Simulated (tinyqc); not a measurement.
Worked calculation: Rayleigh-quotient iteration on a symmetric matrix. One step of it, computed by the program tinyqc.

Question. Step 2. solve (A - shift) w = v; v' = w/|w| with its largest component positive (the first on a tie); lambda = v'^T A v'; the next shift is lambda.

A:
$$\begin{pmatrix}
0.720000 & 0.168000 & -0.030000 & -0.066000 & -0.142000 & 0.199000 \\
0.168000 & 1.370000 & -0.085000 & -0.065000 & 0.090000 & 0.490000 \\
-0.030000 & -0.085000 & 2.411000 & -0.489000 & -0.021000 & -0.501000 \\
-0.066000 & -0.065000 & -0.489000 & 2.611000 & -0.284000 & 0.373000 \\
-0.142000 & 0.090000 & -0.021000 & -0.284000 & 2.638000 & -0.073000 \\
0.199000 & 0.490000 & -0.501000 & 0.373000 & -0.073000 & 3.614000
\end{pmatrix}$$

vector after step 1: [0.206790, 0.942109, 0.014681, 0.114552, -0.034653, -0.234799]

Rayleigh quotient after step 1 = 1.272603

Give: vector after step 2; Rayleigh quotient after step 2.

Answer.

vector after step 2: [0.1958, 0.9447, 0.0274, 0.1234, -0.0281, -0.2290]

Rayleigh quotient after step 2 = 1.2724
